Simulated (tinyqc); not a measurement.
## Arrhenius plot from several rate windows

Emission rate en = sn vth(T) Nc(T) exp(-Et/kB T) = sn g T^2 exp(-Et/kB T), g = vth Nc/(300 K)^2, as vth goes as T^0.5 and Nc as T^1.5 (degeneracy factor 1). Each window ew gives the temperature where en = ew.

Values chosen for this exercise; material values close to those of 4H silicon carbide:
- Nc = 1.69e19 cm^-3 (conduction-band density of states at 300 K)
- vth = 1.9e7 cm/s (thermal velocity at 300 K)
- Et = 0.2 eV (depth of the trap below the conduction edge)
- sn = 5.6e-15 cm^2 (capture cross-section)

Constants: q = 1.602176634e-19 C, kB = 1.380649e-23 J/K. Results are converted to the units shown.

Arrhenius plot from several rate windows:
```
ew (1/s)  T peak (K)  q/kB T (1/eV)  ln(ew/T^2)   ln ew
1.7            91.68          126.6      -8.506  0.5306
5.1            95.51          121.5      -7.489   1.629
15             99.59          116.5      -6.494   2.708
47             104.3          111.3      -5.444   3.850
140            109.2          106.3      -4.445   4.942
430            114.7          101.2      -3.421   6.064
1300           120.7          96.13      -2.417   7.170
3900           127.3          91.17      -1.424   8.269
```

The peak rises from 91.7 to 127 K. ln(ew/T^2) against q/kB T is a straight line of slope -0.2000 eV, the trap depth. Its intercept gives sn = 5.60e-15 cm^2. Leaving out the T^2 gives 0.2185 eV, too high by about 2 kB T.

Computed by the program tinyqc: `OMP_NUM_THREADS=1 python tinyqc.py 2050142 2050143 out.jsonl`, one thread of a shared Intel Xeon 2.30GHz, about 0.01 s for the whole run.
